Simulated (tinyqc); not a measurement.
From a target to a composition: virtual-crystal alloy in the empirical-pseudopotential method. Three cases, with inputs chosen for the exercise.

Problem. The gap from the valence top to the fifth band at L = (1/2,1/2,1/2) is given; it is monotonic in x. Find x.

Empirical pseudopotential on the fcc lattice, atoms at +/- tau, tau = a (1,1,1)/8, no spin-orbit coupling. H(G,G') = c (2 pi/a)^2 |k + G|^2 delta + VS(q) cos(q.tau) + i VA(q) sin(q.tau), q = G - G', c = hbar^2/2m0; k and G in units of 2 pi/a; VS at |q|^2 = 3, 8, 11 and VA at 3, 4, 11, in rydberg, zero elsewhere. At each k the basis holds all G with |k + G|^2 up to 16; energies are counted from the fourth level at Gamma.

Virtual crystal A(1-x)B(x): a = (1 - x) a_A + x a_B. Rule linear: V = (1 - x) V_A + x V_B. Rule volume: V = [(1 - x) a_A^3 V_A + x a_B^3 V_B]/a^3, since a form factor is an atomic potential divided by the cell volume.

Constants: hbar^2/2m0 = 3.80998211 eV angstrom^2; Ry = 13.60569312 eV.

Case 1.

Values chosen (classic local form factors of the size used for Si (A) and Ge (B), which place X and L only to a few tenths of an eV; the results hold for these values, not for the real material): a = (5.428, 5.653) angstrom (lattice constants of A, B); VSA = (-0.213, 0.04, 0.08) Ry (symmetric form factors of A); VAA = (0, 0, 0) Ry (antisymmetric form factors of A); VSB = (-0.235, 0.01, 0.059) Ry (symmetric form factors of B); VAB = (0, 0, 0) Ry (antisymmetric form factors of B); rule = volume (mixing rule).

gap to L = 1.38674 eV

Case 2.

Values chosen (classic local form factors of the size used for GaP (A) and InP (B), which place X and L only to a few tenths of an eV; the results hold for these values, not for the real material): a = (5.441, 5.868) angstrom (lattice constants of A, B); VSA = (-0.221, 0.03, 0.07) Ry (symmetric form factors of A); VAA = (0.117, 0.069, 0.021) Ry (antisymmetric form factors of A); VSB = (-0.232, 0.01, 0.059) Ry (symmetric form factors of B); VAB = (0.072, 0.051, 0.011) Ry (antisymmetric form factors of B); rule = volume (mixing rule).

gap to L = 2.10310 eV

Case 3.

Values chosen (classic local form factors of the size used for Si (A) and Ge (B), which place X and L only to a few tenths of an eV; the results hold for these values, not for the real material): a = (5.421, 5.666) angstrom (lattice constants of A, B); VSA = (-0.206, 0.041, 0.078) Ry (symmetric form factors of A); VAA = (0, 0, 0) Ry (antisymmetric form factors of A); VSB = (-0.229, 0.01, 0.06) Ry (symmetric form factors of B); VAB = (0, 0, 0) Ry (antisymmetric form factors of B); rule = linear (mixing rule).

gap to L = 1.04483 eV

Find: x; a.

Solution.

Case 1.

x = 0.50
a = 5.540 angstrom

Bisect on x between the ends, where the gap to L is 1.853 and 0.936 eV; a straight line between them would give x = 0.51.

Case 2.

x = 0.78
a = 5.774 angstrom

Bisect on x between the ends, where the gap to L is 2.515 and 1.989 eV; a straight line between them would give x = 0.78.

Case 3.

x = 0.87
a = 5.634 angstrom

Bisect on x between the ends, where the gap to L is 1.738 and 0.932 eV; a straight line between them would give x = 0.86.

Computed by tinyqc, one run a case: `OMP_NUM_THREADS=1 python tinyqc.py N N+1 out.jsonl` with N = 1050522, 1050555, 1050572; one thread of a shared Intel(R) Xeon(R) Processor @ 2.30GHz, about 0.3 s a run at most.
